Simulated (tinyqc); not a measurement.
Effective-mass impurity with a central-cell term, in a basis of Slater functions. Changing the central-cell strength A. Computed by tinyqc, a small Python program. Command: `OMP_NUM_THREADS=1 python tinyqc.py 3022407 3022408 out.jsonl centralcell sweep`. One thread of a shared host (Intel(R) Xeon(R) Processor @ 2.30GHz), about 0.02 s of CPU time with the checks.

The envelope obeys H = -nabla^2 - (2/r) [Z + A exp(-kappa r)] in effective units, with kappa = a*/lambda; positive A deepens the well near the core.

Inputs (values chosen for the exercise, for a model semiconductor):

| quantity | value | unit |
|---|---|---|
| effective mass m | 0.0404 | m_0 |
| dielectric constant eps | 19.2 | - |
| charge Z of the core | 1 | - |
| central-cell range lambda | 0.95 | angstrom |

Impurity: donor, one isotropic band.

Constants: Ry = 13.605693123 eV; a_0 = 0.529177210903 angstrom.

Method:
- Units: Ry* = Ry m/eps^2 and a* = a_0 eps/m, with m in m_0.
- kappa = a*/lambda; the hydrogenic ground state is bound by Z^2 Ry*.
- For s functions exp(-zeta r), with s = zeta_i + zeta_j: S = 2/s^3, T = zeta_i zeta_j S, V = -2 Z/s^2, W = -2 A/(s + kappa)^2; each function is normalised by dividing by sqrt(S_ii S_jj).
- Large basis: zeta_i = 0.06 x 1.6^(i-1), i = 1..22, same formulas; for p functions r exp(-zeta r): S = 24/s^5, T = zeta_i zeta_j S (centrifugal term included), V = -12 Z/s^4, W = -12 A/(s + kappa)^4; overlap eigenvalues below 1e-11 are dropped.
- Binding energies are -E Ry*; the effective quantum number is nu = Z/sqrt(-E); |psi(0)|^2 is given relative to the hydrogenic Z^3/(pi a*^3).

One run for each value:

| central-cell strength A | 1s binding energy (meV) | 2s binding energy (meV) | 2p binding energy (meV) | effective quantum number of 1s | relative \|psi(0)\|^2 |
|---|---|---|---|---|---|
| -130.0 | 1.477 | 0.3709 | 0.3728 | 1.005 | 1.756e-01 |
| -88.0 | 1.480 | 0.3714 | 0.3728 | 1.004 | 2.919e-01 |
| -46.0 | 1.485 | 0.3720 | 0.3728 | 1.002 | 5.080e-01 |
| -3.2 | 1.491 | 0.3727 | 0.3728 | 1.000 | 9.511e-01 |
| 39.0 | 1.499 | 0.3737 | 0.3728 | 0.997 | 1.925e+00 |
| 81.0 | 1.512 | 0.3754 | 0.3728 | 0.993 | 4.427e+00 |
| 120.0 | 1.534 | 0.3780 | 0.3728 | 0.986 | 1.173e+01 |
| 170.0 | 1.619 | 0.3882 | 0.3728 | 0.960 | 8.149e+01 |
| 210.0 | 3.522 | 0.5397 | 0.3728 | 0.651 | 1.291e+04 |

Over the rows, 1s binding energy (meV) rises from 1.48 to 3.52; 2s binding energy (meV) rises from 0.371 to 0.540; 2p binding energy (meV) rises by less than the digits shown, at 0.3727621. The central cell acts through the density at the core, which is largest for 1s, smaller for 2s (an eighth for hydrogenic states) and zero for 2p.

Caution (rows 120, 170, 210): the density at the core is many times hydrogenic, so the result hangs on the model potential inside one cell, where the envelope picture is weak.

Extremes, crossings and ranges named in words are read from the listed rows.
